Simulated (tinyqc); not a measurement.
# Trap density from two Hall measurements

Inverse problem. p-type body, charge-sheet picture, full ionisation (an idealisation for deep acceptors), Boltzmann statistics for free electrons. e = Ec - EF at the surface. psi = Eg - Vt ln(Nv/Na) - e; N_dep = sqrt(2 eps0 eps_r Na (psi - Vt)/q); n_f = sqrt(N_dep^2 + 2 eps0 eps_r Vt Nc exp(-e/Vt)/q) - N_dep; Vg = Vfb + psi + q (N_dep + n_t + n_f)/Cox, Cox = eps0 eox/tox. Find e and n_t at both points and the mean trap density between them.

Parameters, values chosen for the exercise; band and dielectric values close to those of 4H silicon carbide:
- T = 300 K (temperature)
- Eg = 3.23 eV (band gap)
- eps_r = 9.77 (relative permittivity)
- Nc = 1.73e19 cm^-3 (conduction-band density of states at T)
- Nv = 2.46e19 cm^-3 (valence-band density of states at T)
- eox = 3.9 (relative permittivity of the insulator)
- tox = 63 nm (insulator thickness)
- Na = 5.4e15 cm^-3 (acceptor density)
- Vfb = -2.49 V (flat-band voltage without trapped charge)

Constants: q = 1.602176634e-19 C, kB = 1.380649e-23 J/K, Vt = kB T/q, eps0 = 8.8541878128e-14 F/cm where lengths are in cm. Results are converted to the units shown.

Vg (V): 3.1094585  6.1368232
free sheet density from the Hall effect (cm^-2): 1.1577804e10  3.2643015e11

Solution. Each n_f fixes e; what the gate voltage holds beyond psi, N_dep and n_f is trapped; the difference quotient is the density, smeared over a few Vt.

e (eV): 0.1610  0.06600
n_t (cm^-2): 5.227e11  1.204e12
mean trap density = 7.174e12 cm^-2 eV^-1

Program tinyqc, `OMP_NUM_THREADS=1 python tinyqc.py 2222209 2222210 out.jsonl`; Intel Xeon 2.30GHz, shared host, one thread, about 0.02 s.
